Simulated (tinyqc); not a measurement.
Worked calculation: plane-wave Kohn-Sham cycle with exchange-only LDA in a layered model solid. One step of it, computed by the program tinyqc.

Task: Iteration 1: levels at that k. Diagonalise the Hermitian matrix.

H (hartree):
```
           -3         -2         -1         +0         +1         +2         +3
-3   1.864154  -0.280000   0.000000   0.000000   0.000000   0.000000   0.000000
-2  -0.280000   0.723027  -0.280000   0.000000   0.000000   0.000000   0.000000
-1   0.000000  -0.280000   0.038351  -0.280000   0.000000   0.000000   0.000000
+0   0.000000   0.000000  -0.280000  -0.189874  -0.280000   0.000000   0.000000
+1   0.000000   0.000000   0.000000  -0.280000   0.038351  -0.280000   0.000000
+2   0.000000   0.000000   0.000000   0.000000  -0.280000   0.723027  -0.280000
+3   0.000000   0.000000   0.000000   0.000000   0.000000  -0.280000   1.864154
```

Give: eigenvalues.

Result:

eigenvalues (hartree): -0.5126  -0.0664  0.2325  0.7605  0.7844  1.9313  1.9314
